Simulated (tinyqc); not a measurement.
Switching kinetics of a ferroelectric film and the memory window of a ferroelectric gate stack: one step, computed by the program tinyqc. Command: `OMP_NUM_THREADS=1 python tinyqc.py 3005098 3005099 out.jsonl feswitch walk`. One thread of a shared host (Intel(R) Xeon(R) Processor @ 2.30GHz), about 0.01 s of CPU time with the checks.

Fields in MV/cm; 1 microcoulomb/cm^2 over eps_0 is 11.29409 MV/cm. In the stack (metal, ferroelectric, interlayer, channel) the channel is taken as a conductor.

Problem. Memory window. Saturated branches: P(E) = P_s tanh[(E -/+ E_c)/(2 delta)], delta = E_c/ln[(1 + P_r/P_s)/(1 - P_r/P_s)]; D = P + eps_0 eps_F E. At threshold the channel charge is negligible, so D = 0 on each branch: (1 - s) P(E) + eps_0 eps_F E = 0, with the screened share s. The rising branch has the root E0 between 0 and E_c; window = 2 E0 t_F; its upper bound is 2 E_c t_F.

Inputs (values chosen for the exercise, for a model hafnia-based film):
```
quantity                                 value               unit
saturation polarisation P_s                 34  microcoulomb/cm^2
ratio P_r/P_s                             0.76                  -
coercive field E_c                        0.84              MV/cm
permittivity of the ferroelectric eps_F     21                  -
thickness t_F                               20                 nm
share s of P screened by trapped charge   0.89                  -
```

delta = 0.4215957 MV/cm

Give: field E0; memory window; bound 2 E_c t_F; fixed-charge estimate 2 (1 - s) P_r t_F/(eps_0 eps_F).

Solution.

field E0 = 0.5867 MV/cm

memory window = 2.347 V

bound 2 E_c t_F = 3.36 V

fixed-charge estimate 2 (1 - s) P_r t_F/(eps_0 eps_F) = 6.115 V

Charge and coercive field both limit the window.
